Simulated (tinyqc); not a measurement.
Comparisons within one model: free-carrier optics of a doped semiconductor (Drude model with one polar phonon). A value that a table varies takes the place of the one given here.

eps(E) = ei [1 - Ep^2/(E^2 + i E Gam)] + (es - ei) wT^2/(wT^2 - E^2 - i E gT), with Ep^2 = 8 pi c (e^2/(4 pi eps0)) N/(m ei), c = hbar^2/2m0, N in 1/angstrom^3 (1e-24 per 1/cm^3); Gam = hbar/tau, tau = mu m m0/e with m0/e = 5.685630e-12 kg/C and mu in m^2/(V s). Energies in meV.

n + i k = sqrt(eps1 + i eps2) with k >= 0; R = ((n - 1)^2 + k^2)/((n + 1)^2 + k^2) at normal incidence from vacuum; alpha = 2 E k/(hbar c), times 1e8 for 1/cm; loss function Im(-1/eps) = eps2/(eps1^2 + eps2^2).

Constants: hbar^2/2m0 = 3.80998211 eV angstrom^2; e^2/(4 pi eps0) = 14.39964547 eV angstrom; hbar = 6.58211957e-16 eV s; hbar c = 1973.269805 eV angstrom.

Values chosen for the exercise (mass and dielectric values near those of SiC; N and mu are free inputs; interband absorption and the rise of the mass with filling are left out; not measured data):

| symbol | value | unit | meaning |
|---|---|---|---|
| m | 0.402 | m0 | conductivity mass |
| ei | 6.55 |  | high-frequency dielectric constant |
| wT | 98 | meV | TO phonon |
| es | 9.92 |  | static dielectric constant |
| N | 6.9e+19 | 1/cm^3 | carrier density |
| mu | 93 | cm^2/(V s) | mobility |
| gT | 0.9 | meV | phonon damping |
| E | 100.8 | meV | photon energy |

## The coupled modes against doping

L-, L+ solve E^4 - (wL^2 + Ep^2) E^2 + Ep^2 wT^2 = 0, wL = wT sqrt(es/ei); damping left out; energies in meV.

Modes:

| N (1/cm^3) | Ep | L- | L+ | Ep sqrt(ei/es) |
|---|---|---|---|---|
| 8.0e+17 | 20.47 | 16.55 | 121.20 | 16.63 |
| 3.0e+18 | 39.64 | 31.59 | 122.96 | 32.21 |
| 8.0e+18 | 64.72 | 49.74 | 127.52 | 52.59 |
| 2.0e+19 | 102.34 | 70.94 | 141.37 | 83.16 |
| 3.0e+19 | 125.34 | 79.36 | 154.78 | 101.85 |
| 6.0e+19 | 177.26 | 89.08 | 195.01 | 144.03 |
| 1.0e+20 | 228.84 | 92.89 | 241.42 | 185.95 |
| 3.0e+20 | 396.35 | 96.40 | 402.93 | 322.07 |
| 8.0e+20 | 647.24 | 97.41 | 651.14 | 525.94 |

wL = 120.60 meV

How do the results move?

At low density L- follows Ep sqrt(ei/es) (16.55 against 16.63), a plasmon screened by the lattice, and L+ starts at wL. At the highest density L- has come within 0.59 meV of wT, since the carriers screen the field that lifts wL, and L+ is within 3.89 meV of Ep. The branches are closest, 70.43 meV, at 2e+19 1/cm^3 of those listed. The mass is held fixed, while in a real band it rises with filling.

## Reflectance across the plasma edge

Spectrum:

| E (meV) | eps1 | eps2 | R | alpha (1/cm) |
|---|---|---|---|---|
| 19.0 | -169.26 | 292.24 | 0.897 | 3.07e+04 |
| 57.0 | -44.60 | 30.60 | 0.853 | 4.06e+04 |
| 95.0 | 37.55 | 15.81 | 0.539 | 1.22e+04 |
| 133.1 | -10.11 | 3.01 | 0.850 | 4.34e+04 |
| 161.6 | -4.15 | 1.69 | 0.741 | 3.40e+04 |
| 190.1 | -1.05 | 1.05 | 0.455 | 2.17e+04 |
| 209.1 | 0.30 | 0.79 | 0.098 | 1.10e+04 |
| 237.6 | 1.74 | 0.54 | 0.028 | 4.88e+03 |
| 285.1 | 3.22 | 0.31 | 0.082 | 2.53e+03 |
| 380.2 | 4.68 | 0.13 | 0.135 | 1.18e+03 |
| 570.3 | 5.72 | 0.04 | 0.168 | 478 |
| 950.4 | 6.25 | 0.01 | 0.184 | 165 |

How do the results move?

Ep = 190.1 meV and Gam = 31.0 meV. R is 0.897 at the lowest energy and lowest, 0.028, at 237.6 meV of those listed; without damping and phonon it would vanish at Ep sqrt(ei/(ei - 1)) = 206.5 meV. At the highest energy R is 0.184, against 0.192 for ei alone. Between the last two rows alpha goes as E^-2.08, where the Drude limit far above Ep and Gam is E^-2. Inside the metallic range the phonon cuts a dip in R near L-, below wT = 98 meV, which the rows may miss.

## Free-carrier absorption and index change in the near infrared

At the wavelengths listed E = hc/lambda (hc = 1239.841984 eV nm). Approximate forms: alpha = ei Ep^2 Gam/(E^2 sqrt(ei) hbar c) and dn = -sqrt(ei) Ep^2/(2 E^2). The phonon term is left out here.

Free carriers:

| lambda (micrometre) | E (meV) | alpha (1/cm) | alpha, approximate | dn | dn, approximate |
|---|---|---|---|---|---|
| 1.31 | 946.4 | 165 | 162 | -0.0521 | -0.0516 |
| 1.55 | 799.9 | 233 | 227 | -0.0732 | -0.0723 |
| 2.00 | 619.9 | 396 | 378 | -0.123 | -0.120 |
| 3.00 | 413.3 | 951 | 850 | -0.285 | -0.271 |
| 5.00 | 248.0 | 3.57e+03 | 2.36e+03 | -0.892 | -0.752 |
| 8.00 | 155.0 | 2.81e+04 | 6.04e+03 | -2.03 | -1.93 |
| 10.60 | 117.0 | 3.76e+04 | 1.06e+04 | -1.88 | -3.38 |

What does this show, and why?

At 1.55 micrometre alpha = 233 1/cm and dn = -0.0732; a phase shift of pi needs a length lambda/(2 |dn|) = 10.6 micrometre, over which the loss is 1.07 dB. The approximate alpha is within 5 % up to 2 micrometre of the wavelengths listed; it needs photon energies well above both Ep and Gam, which lie at 6.5 and 40.0 micrometre. Interband and intervalley absorption are left out.

## What moves the optical constants

At the energy E. Each row changes one parameter from the base and keeps the others.

Results:

| case | Ep (meV) | Gam (meV) | R | alpha (1/cm) |
|---|---|---|---|---|
| base | 190.09 | 30.97 | 0.9511 | 8.68e+04 |
| N = 1.04e+20 1/cm^3 | 233.37 | 30.97 | 0.9522 | 9.32e+04 |
| m = 0.4824 m0 | 173.52 | 25.80 | 0.9538 | 8.49e+04 |
| mu = 55.8 cm^2/(V s) | 190.09 | 51.61 | 0.9398 | 8.54e+04 |
| ei = 6.88 | 185.47 | 30.97 | 0.9478 | 8.32e+04 |
| E = 121 meV | 190.09 | 30.97 | 0.8832 | 4.80e+04 |

How do the results move?

The largest shifts from the base row, up to three for each result and ties (the steps differ in size, so this ranks the rows, not the parameters). Ep (meV): N +43.28, m -16.56, ei -4.61; unchanged at the printed digits by mu and E. Gam (meV): mu +20.64, m -5.16; unchanged at the printed digits by N, ei and E. R: E -0.0679, mu -0.0113, ei -0.0033. alpha (1/cm): E -3.88e+04, N +6.39e+03, ei -3.62e+03.

Computed by tinyqc, a small Python program: `OMP_NUM_THREADS=1 python tinyqc.py 1650413 1650414 out.jsonl` (the numbers bound the seed that draws the inputs); one thread of a shared host (Intel(R) Xeon(R) Processor @ 2.30GHz), about 0.01 s for the whole set of steps.
